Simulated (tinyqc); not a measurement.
# Reverse leakage of an n+-p junction: diffusion, generation, trap-assisted and band-to-band tunnelling: leakage components against the temperature

One-sided abrupt junction in the depletion approximation, x from the junction (0) to W on the p side, field F = F0 (1 - x/W). Flat quasi-Fermi levels, long p side. Traps generate through SRH with both lifetimes shortened by 1 + Gamma (Hurkx enhancement, form for moderate fields); band-to-band generation is local and needs a total bending above Eg.

Nc and Nv are given at 400 K and scale as (T/400 K)^1.5; all else is held fixed. ni = sqrt(Nc Nv) exp(-Eg/(2 Vt)), Eg in volts; Vbi = Vt ln(Na Nd/ni^2); W = sqrt(2 eps0 eps_r (Vbi + VR)/(q Na)); F0 = 2 (Vbi + VR)/W; FG = sqrt(24 mt m0 (kB T)^3)/(q hbar); J_diff = q ni^2 sqrt(Dn/tau)(1 - exp(-VR/Vt))/Na. u = (Vbi + VR)(1 - x/W)^2, p = Na exp(-u/Vt), n = Nd exp((u - Vbi - VR)/Vt); G0 = ni^2 (1 - exp(-VR/Vt))/(tau (n + p + 2 ni cosh(Et/Vt))); Gamma = 2 sqrt(3 pi)(F/FG) exp((F/FG)^2); trap-assisted part G0 Gamma; G_bb = Ab F^2.5 exp(-Bb/F) with F in V/cm, zero unless Vbi + VR > Eg, and counted as zero under 1 cm^-3 s^-1. Currents are q times the integrals over 0 to W; J_bb under 1e-8 of J is printed as 0; rows with F0/FG above 2.2, beyond the range of this Gamma, are left out.

Inputs (values chosen for the exercise); band and dielectric values close to those of silicon:
```
symbol,value,unit,meaning
Eg,1.14,eV,band gap
eps_r,11.6,,relative permittivity
Nc,4.3e19,cm^-3,conduction-band density of states at the reference temperature
Nv,4.11e19,cm^-3,valence-band density of states at the reference temperature
Na,2.8e17,cm^-3,acceptor density of the lighter side
Nd,1e20,cm^-3,donor density of the heavier side
tau,2e-9,s,SRH lifetime of both carriers at zero field
Et,0.15,eV,trap level above the intrinsic level
mt,0.24,m0,tunnelling mass
Dn,4.7,cm^2/s,electron diffusion coefficient on the lighter side
Ab,5e14,cm^-0.5 V^-2.5 s^-1,band-to-band prefactor
Bb,1.94e7,V/cm,band-to-band field constant
VR,0.9,V,reverse bias
```

Constants: q = 1.602176634e-19 C, kB = 1.380649e-23 J/K, hbar = 1.054571817e-34 J s, m0 = 9.1093837015e-31 kg, Vt = kB T/q, eps0 = 8.8541878128e-14 F/cm where lengths are in cm. Results are converted to the units shown.

Results:
```
T (K)  F0 (kV/cm)  F0/FG  J_diff (A/cm^2)  J_SRH (A/cm^2)  J_TAT (A/cm^2)  J_bb (A/cm^2)  J (A/cm^2)              largest part
220           418   1.84         6.26e-20        1.96e-13        8.37e-12       1.12e-17    8.56e-12  trap-assisted tunnelling
250           416   1.51         1.25e-16        2.29e-11        4.31e-10       9.32e-18    4.54e-10  trap-assisted tunnelling
280           414   1.27         5.09e-14        9.85e-10         1.08e-8              0     1.18e-8  trap-assisted tunnelling
340           411  0.942         3.81e-10         2.62e-7         1.44e-6              0     1.70e-6  trap-assisted tunnelling
370           409  0.826          1.15e-8         2.21e-6         9.53e-6              0     1.18e-5  trap-assisted tunnelling
400           407  0.732          2.12e-7         1.37e-5         4.83e-5              0     6.22e-5  trap-assisted tunnelling
430           405  0.653          2.65e-6         6.67e-5         1.97e-4              0     2.66e-4  trap-assisted tunnelling
```

Estimate the missing row, T = 310 K.

Computed row:
```
T (K)  F0 (kV/cm)  F0/FG  J_diff (A/cm^2)  J_SRH (A/cm^2)  J_TAT (A/cm^2)  J_bb (A/cm^2)  J (A/cm^2)              largest part
310           413   1.09         6.68e-12         2.09e-8         1.55e-7              0     1.76e-7  trap-assisted tunnelling
```

With this row back in the table: J rises from 8.56e-12 to 2.66e-4 A/cm^2. Trap-assisted tunnelling leads at T = 220 and in all other rows. Activation energies over the table: 1.22 eV for diffusion (Eg = 1.14 eV, raised by the T^3 of ni^2), 0.763 eV for SRH generation (Eg/2 + |Et| = 0.720 eV), 0.659 eV for the trap-assisted part, lower since Gamma grows on cooling; the total shows 0.627 eV at the cold end and 0.718 eV at the hot end.

Range of the model: The n+ side is degenerate, so Vbi from Boltzmann statistics is only a guide.

tinyqc, about 0.01 s, one thread, Intel Xeon 2.30GHz (shared host): `OMP_NUM_THREADS=1 python tinyqc.py 2290163 2290164 out.jsonl`
